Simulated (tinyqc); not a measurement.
# A clean chain and dephasing by Buettiker voltage probes, step by step

tinyqc, about 0.01 s, one thread, Intel Xeon 2.30GHz (shared host): `OMP_NUM_THREADS=1 python tinyqc.py 2700122 2700123 out.jsonl` Printed values are rounded.

Sites 1 to 3 form a chain with hopping -t. Lead L joins site 1 and lead R site 3, both semi-infinite chains with hopping -t and site energy 0. Every site carries a probe with self-energy -i Gamma_p/2 that draws no net current. Linear response at zero temperature: mu_L = 1, mu_R = 0 in units of the bias.

Parameters, values chosen for the exercise: hopping (matrix element -t) t = 1.8 eV; site energies 1 to N U = [0, 0, 0] eV; Fermi energy E = -2.6 eV; probe broadening Gamma_p gp = 0.86 eV.

Constants: q = 1.602176634e-19 C, h = 6.62607015e-34 J s. Results are converted to the units shown.

## Green function

Sigma = t^2 g(E), g(x) = (x - i sqrt(4 t^2 - x^2))/(2 t^2) for |x| < 2 t and (x - sign(x) sqrt(x^2 - 4 t^2))/(2 t^2) otherwise; Gamma = -2 Im Sigma; G = (E - H - Sigma_L - Sigma_R + i Gamma_p/2)^(-1).

Sigma = -1.30000-1.24499i eV
Gamma = 2.48998 eV

G (1/eV):
```
,1,2,3
1,-0.043665-0.372386i,0.177496-0.228313i,0.245507+0.000199i
2,0.177496-0.228313i,-0.084265-0.330061i,0.177496-0.228313i
3,0.245507+0.000199i,0.177496-0.228313i,-0.043665-0.372386i
```

## Transmissions between terminals

With Gamma the broadening by one lead, T_RL = Gamma^2 |G_(3,1)|^2, T_pL = Gamma Gamma_p |G_(p,1)|^2, T_pR = Gamma Gamma_p |G_(p,3)|^2, T_pq = Gamma_p^2 |G_(p,q)|^2 for p != q.

T_RL = 0.373697

```
probe,T_pL,T_pR
1,0.301031,0.129069
2,0.179087,0.179087
3,0.129069,0.301031
```

T_pq:
```
,1,2,3
1,0.0000000,0.0618538,0.0445784
2,0.0618538,0.0000000,0.0618538
3,0.0445784,0.0618538,0.0000000
```

## Probe potentials and effective transmission

No current into probe p: W mu = T_pL with W_pp = T_pL + T_pR + sum_q T_pq and W_pq = -T_pq. Then T_eff = T_RL + sum_p T_pR mu_p, and the resistance is (h/2q^2)/T_eff.

W:
```
,1,2,3
1,0.536532,-0.061854,-0.044578
2,-0.061854,0.481881,-0.061854
3,-0.044578,-0.061854,0.536532
```

mu_p, probe 1 to 3: [0.647960, 0.500000, 0.352040]
T_eff = 0.652847
resistance = 19.7694 kohm

Without probes the transmission is 1.000. With them, 57.2 % of the current crosses without entering a probe.

## Current at both leads

In units of (2 q^2/h) times the bias, T_RL + sum_p T_pL (1 - mu_p) leaves L and T_RL + sum_p T_pR mu_p enters R.

current leaving L = 0.652847
current entering R = 0.652847

The two are equal: the probes conserve the current.
